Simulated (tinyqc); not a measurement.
Inside a calculation. Method: Pariser-Parr-Pople SCF with singles CI, for the molecule c1ccc2ccccc2c1 (SMILES; centres numbered as the heavy atoms are written). One step of it, computed by the program tinyqc.

Task: Iteration 1: orbitals and new P. Diagonalise F (the basis is taken as orthonormal) and form P = 2 sum c c over the lowest orbitals; 0.3 of the old P is kept.

F (eV), lower triangle:
```
            1C         2C         3C         4C         5C         6C         7C         8C
1C   -5.823147
2C   -3.838608  -5.823147
3C   -0.453833  -4.354428  -4.613751
4C    0.350075   0.041779  -3.777767  -3.653702
5C   -0.132392   0.229384   0.492219  -3.777767  -4.613751
6C   -0.156320  -0.007587   0.229384   0.041779  -4.354428  -5.823147
7C   -0.007587  -0.156320  -0.132392   0.350075  -0.453833  -3.838608  -5.823147
8C    0.229384  -0.132392  -0.267169   0.363786   0.332275  -0.453833  -4.354428  -4.613751
9C    0.041779   0.350075   0.363786  -3.415483   0.363786   0.350075   0.041779  -3.777767
10C  -4.354428  -0.453833   0.332275   0.363786  -0.267169  -0.132392   0.229384   0.492219

            9C        10C
9C   -3.653702
10C  -3.777767  -4.613751
```

pi electrons, sum of z_r less the charge = 10

P at the start, lower triangle:
```
            1C         2C         3C         4C         5C         6C         7C         8C
1C    0.698452
2C    0.512056   0.698452
3C    0.234418   0.705175   1.053855
4C   -0.199055  -0.021579   0.489224   1.495385
5C    0.101015  -0.159219  -0.254167   0.489224   1.053855
6C    0.137690   0.006474  -0.159219  -0.021579   0.705175   0.698452
7C    0.006474   0.137690   0.101015  -0.199055   0.234418   0.512056   0.698452
8C   -0.159219   0.101015   0.185436  -0.187881  -0.188929   0.234418   0.705175   1.053855
9C   -0.021579  -0.199055  -0.187881   0.353746  -0.187881  -0.199055  -0.021579   0.489224
10C   0.705175   0.234418  -0.188929  -0.187881   0.185436   0.101015  -0.159219  -0.254167

           9C       10C
9C   1.495385
10C  0.489224  1.053855
```

Give: orbital energies; P after iteration 1.

Result:

orbital energies (eV): -13.2507  -12.5058  -9.6767  -8.8187  -8.5408  -1.4986  -1.0775  0.7021  1.1181  4.4935

P after iteration 1, lower triangle:
```
          1C       2C       3C       4C       5C       6C       7C       8C
1C    0.9249
2C    0.5536   0.9249
3C    0.0627   0.7333   0.9976
4C   -0.2424  -0.0014   0.5318   1.1552
5C    0.0336  -0.1608  -0.0714   0.5318   0.9976
6C    0.1473  -0.0062  -0.1608  -0.0014   0.7333   0.9249
7C   -0.0062   0.1473   0.0336  -0.2424   0.0627   0.5536   0.9249
8C   -0.1608   0.0336   0.1217  -0.0570  -0.2846   0.0627   0.7333   0.9976
9C   -0.0014  -0.2424  -0.0570   0.4620  -0.0570  -0.2424  -0.0014   0.5318
10C   0.7333   0.0627  -0.2846  -0.0570   0.1217   0.0336  -0.1608  -0.0714

         9C     10C
9C   1.1552
10C  0.5318  0.9976
```
